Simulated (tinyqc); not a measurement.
Inside a calculation: Penn model of the dielectric constant and Phillips ionicity. Values are carried at full precision from step to step, so a last printed digit may differ when a step is redone from the rounded ones.

n = 32/a^3; Ep^2 = 8 pi c e2 n with c = hbar^2/2m0, e2 = e^2/(4 pi eps0); EF = c (3 pi^2 n)^(2/3); eps = 1 + (Ep/Eg)^2 S with S = 1 - Eg/(4 EF) + (Eg/(4 EF))^2/3, Eg the Penn gap. Core d shells are left out.

Constants: hbar^2/2m0 = 3.80998211 eV angstrom^2; e^2/(4 pi eps0) = 14.39964547 eV angstrom.

Inputs chosen for the exercise (out of a larger set: near those of Ge; not measured data): a = 5.669 angstrom (cubic lattice constant, 32 valence electrons a cell); ei = 16.35 (high-frequency dielectric constant).

## Valence electron gas

Evaluate n, Ep and EF.

n = 0.17564 1/angstrom^3
Ep = 15.562 eV
EF = 11.436 eV

## Penn gap from the dielectric constant

Start with S = 1 and repeat Eg = Ep sqrt(S/(ei - 1)) until Eg changes by less than 1e-6 eV.

Iterations:
```
step  Eg in (eV)       S  Eg out (eV)
1         3.9721  0.9157       3.8009
2         3.8009  0.9192       3.8083
3         3.8083  0.9191       3.8079
4         3.8079  0.9191       3.8080
5         3.8080  0.9191       3.8080
```

Penn gap Eg = 3.808 eV

The factor S lowers the gap by 0.164 eV from the first estimate. The Penn gap is a mean bonding-antibonding separation, near the main peak of eps2, not the smallest gap.

## Homopolar and ionic parts

Phillips: bond length d = sqrt(3) a/4; homopolar gap Eh = 39.74 d^(-2.48) eV (d in angstrom); Eg^2 = Eh^2 + C^2; ionicity fi = C^2/Eg^2.

Split the gap; where Eg is below Eh or within 3 % of it, C is taken as zero.

d = 2.4547 angstrom
Eh = 4.286 eV
C = 0.00 eV
fi = 0.000

Eg/Eh = 0.889: the bond is covalent within the accuracy of the rule; for Ge the shortfall comes from the missing d-shell factor.

## Checks

- Penn gap by iteration against bisection (eV): both 3.808.

(tinyqc, `OMP_NUM_THREADS=1 python tinyqc.py 1652344 1652345 out.jsonl`, Intel(R) Xeon(R) Processor @ 2.30GHz, 1 thread, shared host, about 0.01 s.)
